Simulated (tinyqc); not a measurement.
Averaged masses of warped heavy- and light-hole bands, step by step. Values are carried at full precision from step to step, so a last printed digit may differ when a step is redone from the rounded ones.

Constants: Ry = 13.60569312 eV; a0 (Bohr radius) = 0.5291772105 angstrom; kB = 8.617333262e-05 eV/K; hbar^2/2m0 = 3.80998211 eV angstrom^2.

Parameters, chosen for this exercise (near those of GaAs; the results hold for these values, not for the real material):
```
symbol  value  unit  meaning
g1      7.03         Luttinger gamma1
g2      2.05         gamma2
g3      2.92         gamma3
eps     12.6         dielectric constant
mso     0.167  m0    split-off mass
Dso     0.342  eV    spin-orbit splitting
T       400    K     temperature
```

## Other forms of the parameters

Dresselhaus-Kip-Kittel form E = c [A k^2 -/+ sqrt(B^2 k^4 + C^2 (kx^2 ky^2 + ky^2 kz^2 + kz^2 kx^2))] with A = g1, B = 2 g2, C^2 = 12 (g3^2 - g2^2). Spherical form: mu = (6 g3 + 4 g2)/(5 g1), delta = (g3 - g2)/g1, masses 1/(g1 (1 -/+ mu)). Effective rydberg R* = Ry/(g1 eps^2) and radius a* = a0 g1 eps.

A, B, |C|: 7.030  4.100  7.203

mu, delta: 0.7317  0.1238

spherical masses, heavy and light (m0): 0.5302  0.0821

R* = 12.19 meV
a* = 46.9 angstrom

delta/mu = 0.17 measures the warping against the spherical splitting.

## Masses along six directions

Four-band hole energies E = c k^2 f(u), c = hbar^2/2m0, f = g1 -/+ 2 sqrt(g2^2 + 3 (g3^2 - g2^2) s), s = ux^2 uy^2 + uy^2 uz^2 + uz^2 ux^2 for the unit vector u; minus for heavy, plus for light holes; the mass along u is 1/f.

Give s and both masses.

Masses (m0):
```
direction,s,heavy,light
[100],0.00000,0.3413,0.0898
[110],0.25000,0.6358,0.0801
[111],0.33333,0.8403,0.0777
[210],0.16000,0.4953,0.0830
[311],0.15702,0.4916,0.0832
[321],0.25000,0.6358,0.0801
```

The heavy mass grows by a factor of 2.46 from [100] to [111] while the light one shrinks by 14 %; 1/m_heavy + 1/m_light = 2 g1 in every direction.

## Density-of-states masses from three directions

m_d^(3/2) is the angular mean of m(u)^(3/2). The rule mean = (10 F[100] + 16 F[110] + 9 F[111])/35 is exact for cubic harmonics up to sixth order. Total m_d = (m_h^(3/2) + m_l^(3/2))^(2/3).

m^(3/2):
```
direction,heavy,light
[100],0.19939,0.02693
[110],0.50701,0.02266
[111],0.77033,0.02166
```

m_d heavy, light (m0): 0.6188  0.0823

total = 0.6387 m0
share of light holes = 4.6 %

## Averages on a grid

Grid: n x n midpoints in cos(theta) from 0 to 1 and phi from 0 to pi/2, equal weights. m_d = <f^(-3/2)>^(2/3). Conductivity mass for one scattering time: 1/m_c = <|w|^2 f^(-5/2)>/<f^(-3/2)> with w = grad_k(k^2 f)/(2 k), that is |w|^2 = f^2 + |angular gradient of f|^2/4.

Use n = 40.

m_d heavy, light (m0): 0.5831  0.0819

m_c heavy, light (m0): 0.4632  0.0814

The three-direction rule differs from the grid by +6.12 % for heavy holes. Warping makes m_c of the heavy holes 21 % smaller than m_d; on a sphere the two are equal.

## Effective density of states

Nv = 2 (kT/(4 pi c))^(3/2) [m_h^(3/2) + m_l^(3/2) + mso^(3/2) exp(-Dso/kT)], c = hbar^2/2m0, parabolic bands, m_h and m_l the density-of-states masses from the grid; 1 angstrom^-3 = 1e24 cm^-3.

prefactor = 3.8635e+19 cm^-3

the three terms: 0.44531  0.02346  0.00000

Nv = 1.811e+19 cm^-3

shares (%): 95.0  5.0  0.0

kT/Dso = 0.10, small enough for the four-band form.

## Checks

- m_d and m_c of heavy holes for g2 = g3 against 1/(g1 - 2 g3): they agree to 1e-10 or better.
- m_d of heavy holes on grids of 40 and 160: both 0.5831.

(tinyqc, `OMP_NUM_THREADS=1 python tinyqc.py 1050949 1050950 out.jsonl`, Intel(R) Xeon(R) Processor @ 2.30GHz, 1 thread, shared host, about 0.03 s.)
